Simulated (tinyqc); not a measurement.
# X-ray reflectivity of a thin film on silicon: critical angles, Parratt recursion, fringes and roughness, step by step

A worked calculation. Computed by tinyqc, a small Python program that keeps every step. Command: `OMP_NUM_THREADS=1 python tinyqc.py 3121507 3121508 out.jsonl xrr walk`. One thread of a shared host (Intel(R) Xeon(R) Processor @ 2.30GHz), about 0.01 s of CPU time with the checks. Intermediate numbers are printed to about 7 digits and carried at full precision; extremes and crossings named in words are read from the listed rows.

n = 1 - delta + i beta; the classical electron radius is r_e = 2.8179403e-6 nm. Layer 0 is vacuum, 1 the film, 2 the substrate.

Inputs (values chosen for the exercise, modelled on SiO2 on silicon, copper K-alpha radiation):

| quantity | value | unit |
|---|---|---|
| wavelength lambda | 0.15406 | nm |
| film density rho | 2.3 | g/cm^3 |
| effective electrons per unit mass, film | 0.498 | mol/g |
| beta/delta, film | 0.014 | - |
| film thickness d | 50.2 | nm |
| roughness of the surface sigma_1 | 0.9 | nm |
| roughness of the interface sigma_2 | 0.73 | nm |
| substrate density | 2.33 | g/cm^3 |
| effective electrons per unit mass, substrate | 0.507 | mol/g |
| beta/delta, substrate | 0.023 | - |
| grazing angle theta | 1.29 | degrees |

Constants: N_A = 6.02214076e+23 1/mol.

## Optical constants

delta = r_e lambda^2 rho_e/(2 pi), rho_e = density x electrons per mass x N_A; critical angle sqrt(2 delta), q_c = 4 sqrt(pi r_e rho_e).

Constants:

| layer | rho_e (1/nm^3) | delta | beta | critical angle (degrees) | q_c (1/nm) |
|---|---|---|---|---|---|
| film | 689.7760 | 7.342430e-06 | 1.027940e-07 | 0.2195622 | 0.3125754 |
| substrate | 711.4015 | 7.572626e-06 | 1.741704e-07 | 0.2229774 | 0.3174375 |

Film and substrate have nearly the same electron density, so the fringes are weak.

## Critical angle of the film

The formulas are those given above.

critical angle of the film = 0.2195622 degrees

## Reflectivity at one angle

k_j = (2 pi/lambda) sqrt(sin^2 theta - 2 delta_j + 2 i beta_j); r_ij = (k_i - k_j)/(k_i + k_j) x exp(-2 k_i k_j sigma^2) (Nevot-Croce); r = (r_01 + r_12 p)/(1 + r_01 r_12 p), p = exp(2 i k_1 d); R = |r|^2.

k_0, k_1, k_2 (1/nm): 0.9181642  0.9047650+0.0001890i  0.9043417+0.0003203i

1000 r_01 = 1.913578-0.027725i

1000 r_12 = 0.09779317-0.03043553i

p = -0.9462356+0.2596194i

reflectivity R = 3.345739e-06

q = 4 pi sin(theta)/lambda = 1.836328 1/nm

## Fringe period, contrast and decay

Far above the critical angle the period is d theta = lambda/(2 d), or 2 pi/d in q; the envelope runs between (|r_01| - |r_12 p|)^2 and (|r_01| + |r_12 p|)^2; contrast = 2 a b/(a^2 + b^2) with a = |r_01|, b = |r_12 p|; roughness factors on the amplitudes are about exp(-q^2 sigma^2/2).

period in theta = 0.08791821 degrees

period in q = 0.1251631 1/nm

contrast = 0.1047337

roughness factor, surface = 0.2552016

roughness factor, interface = 0.4071814

## Thickness from the minima

Minima of R theta^4 are located on 6001 points over 7.5 periods, from 1.15 times the larger critical angle. With refraction, sin^2(theta_m) = 2 delta + m^2 (lambda/(2 d))^2, m integer or half-integer; the first six minima are used, and the first order is the one that minimises the largest residual of the least-squares line plus the distance of its intercept from 2 delta. Without refraction, d = lambda/(2 x mean step of sin theta).

Minima:

| order m | theta (degrees) | sin^2 theta |
|---|---|---|
| 1.5 | 0.2664247 | 2.162224e-05 |
| 2.5 | 0.3203845 | 3.126751e-05 |
| 3.5 | 0.3869826 | 4.561744e-05 |
| 4.5 | 0.4612734 | 6.481302e-05 |
| 5.5 | 0.5399602 | 8.881073e-05 |
| 6.5 | 0.6213945 | 1.176176e-04 |

d with refraction = 49.72974 nm

d without refraction = 62.16915 nm

Against d = 50.2 nm the errors are -0.94 % with and +23.84 % without refraction. The orders are half-integers, as r_01 and r_12 have the same sign for a film less dense than the substrate.

## Which roughness does what

R is averaged over one period above each angle (64 points); contrast = (max - min)/(max + min) of R theta^4 over that period. Cases: smooth; only sigma_1; only sigma_2; both.

Mean R and contrast:

| theta (degrees) | R smooth | contrast | R, sigma_1 | contrast, sigma_1 | R, sigma_2 | contrast, sigma_2 | R, both | contrast, both |
|---|---|---|---|---|---|---|---|---|
| 0.8 | 3.124869e-04 | 0.06953619 | 1.029594e-04 | 1.842352e-01 | 3.121509e-04 | 4.959725e-02 | 1.026338e-04 | 0.1527188 |
| 1.2 | 6.292964e-05 | 0.06420336 | 5.245153e-06 | 2.611520e-01 | 6.295030e-05 | 2.846787e-02 | 5.226681e-06 | 0.1789228 |
| 1.8 | 1.278680e-05 | 0.06482378 | 6.123596e-08 | 7.504356e-01 | 1.279121e-05 | 1.042167e-02 | 5.092741e-08 | 0.2520762 |
| 2.5 | 3.505208e-06 | 0.06503760 | 3.733856e-09 | 3.101547e-01 | 3.506104e-06 | 1.947767e-03 | 9.191410e-11 | 0.3293178 |
| 3.5 | 9.298314e-07 | 0.06524339 | 9.902528e-10 | 2.017333e-03 | 9.280723e-07 | 9.116170e-05 | 2.847700e-15 | 0.9907621 |

At 2.5 degrees sigma_1 alone multiplies the mean R by 0.0011 and sigma_2 alone by 1.0; the contrast goes from 0.07 (smooth) to 0.31 and 0.00.

Checks made by the program: smooth bare substrate far above q_c against (q_c/2q)^4 (relative difference 1e-03).
